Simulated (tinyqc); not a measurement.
Three families of gaps: armchair graphene nanoribbon in tight binding.

An armchair ribbon of N dimer lines, width (N - 1) sqrt3 acc/2, period 3 acc, one pz orbital a site. In line n, A_n binds to B_n with -t exp(ik/3), times (1 + d) in the two edge lines, and to B_(n-1) and B_(n+1) with -t exp(-ik/6); k runs from -pi to pi. For d = 0 the modes across the ribbon are sin(n p pi/(N + 1)), p = 1 to N, with E = -/+ t sqrt(1 + 4 c^2 + 4 c cos(k/2)), c = cos(p pi/(N + 1)).

Parameters, chosen for this exercise (near those used for graphene; the results hold for these values, not for the real material): t = 2.61 eV (hopping); acc = 1.42 angstrom (bond length); N0 = 11 (first width); d1 = 0.06 (edge correction).

Nine widths from N0 on, gaps at k = 0 with d = 0 and d = d1.

Gaps:
```
N   family  width (angstrom)  gap, d = 0 (eV)  gap, d1 (eV)  gap x (N + 1) sqrt3 acc/2 (eV angstrom)
11    3p+2             12.30           0.0000        0.0765                                     1.13
12      3p             13.53           0.7106        0.6470                                    10.34
13    3p+1             14.76           0.6903        0.7614                                    13.11
14    3p+2             15.99           0.0000        0.0611                                     1.13
15      3p             17.22           0.5802        0.5275                                    10.38
16    3p+1             18.45           0.5665        0.6242                                    13.05
17    3p+2             19.68           0.0000        0.0509                                     1.13
18      3p             20.91           0.4901        0.4452                                    10.40
19    3p+1             22.14           0.4803        0.5289                                    13.01
```

What can be read from this table?

Without edge correction the 3p+2 ribbons have no gap and the other two families nearly share one curve. With it the mean of the last column is 13.06 for 3p+1, 10.37 for 3p and 1.13 eV angstrom for 3p+2: the stronger edge bonds raise the gap of 3p+1, lower that of 3p and open one in 3p+2. Within a family the gap falls about as 1/width. One-electron gaps of this kind leave out the self-energy and exciton terms, which are large in narrow ribbons.

tinyqc: `OMP_NUM_THREADS=1 python tinyqc.py 1482697 1482698 out.jsonl`; about 0.02 s, one thread, shared Intel(R) Xeon(R) Processor @ 2.30GHz.
